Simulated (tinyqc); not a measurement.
From peak temperature back to power per gate width P: self-heating of a transistor with one or more fingers, with temperature-dependent conductivity. Computed by tinyqc, a small Python program. Command: `OMP_NUM_THREADS=1 python tinyqc.py 3024351 3024352 out.jsonl selfheat inv`. One thread of a shared host (Intel(R) Xeon(R) Processor @ 2.30GHz), about 0.08 s of CPU time with the checks.

N long parallel fingers lie on the top face of a slab whose bottom is held at T_0; the top is otherwise insulated, and heat flows in two dimensions. P in W/mm is 1000 P in W/m.

Inputs (values chosen for the exercise, modelled on diamond):
```
quantity                                      value        unit
conductivity at the base temperature kappa_0   1850     W/(m K)
exponent m in kappa ~ T^-m                     1.26           -
base temperature T_0                            298           K
fingers N                                         2           -
finger pitch s                                   14  micrometre
width of the heat source w                     0.23  micrometre
substrate thickness t                           300  micrometre
phonon free path Lambda                         480          nm
```

Power: fixed power.

Method:
- A line source of power P on the top face raises the top at distance x by (P/(pi kappa_0)) g(x), g(x) = -ln tanh(pi x/(4 t)) (the image sum for the slab). On a strip of width w the centre sees the mean of g over the strip, g_0 = 1 + ln(8 t/(pi w)) for w much below t.
- theta_i = (P/(pi kappa_0)) [g_0 + sum over j != i of g(|i - j| s)], with equal powers and constant conductivity; thermal resistance = largest theta/P.
- Kirchhoff transformation for kappa = kappa_0 (T/T_0)^-m: T = T_0 [1 - (m - 1) theta/T_0]^(-1/(m - 1)), where theta is the linear rise.
- The bracket vanishes at the power P T_0/((m - 1) theta).

Task: A run gave the result below. Find the power per gate width P, known to lie between 6.4 and 20 W/mm.

peak temperature = 321.6756 K

Result:

Each step takes the trial c = (a f_b - b f_a)/(f_b - f_a), f being the result less the target and a, b, c the logarithms of the listed values; c replaces end b, the old b replaces a if the sign of f changed, and otherwise f_a is halved.

Scan of the range:
```
power per gate width P (W/mm)  peak temperature (K)
6.40                                        312.076
7.74                                        315.128
9.36                                        318.869
11.30                                       323.422
13.70                                       329.169
16.50                                       336.038
20.00                                       344.880
```

False position (Illinois rule, in the logarithm of the input) inside the bracket:
```
step    end a    end b    trial  peak temperature (K)
1      9.3600  11.3000  10.5124               321.564
2     11.3000  10.5124  10.5582               321.671
3     11.3000  10.5582  10.5616               321.679
4     10.5582  10.5616  10.5600               321.676
5     10.5616  10.5600  10.5600               321.676
```

Peak temperature rises at every point of a 13-point scan of the range (every second point is shown), so one value fits; it is bracketed by 9.36 and 11.3. Answer: power per gate width P = 10.56 W/mm.

Caution: the source is narrower than two phonon free paths, so the Fourier result understates the rise at the source.
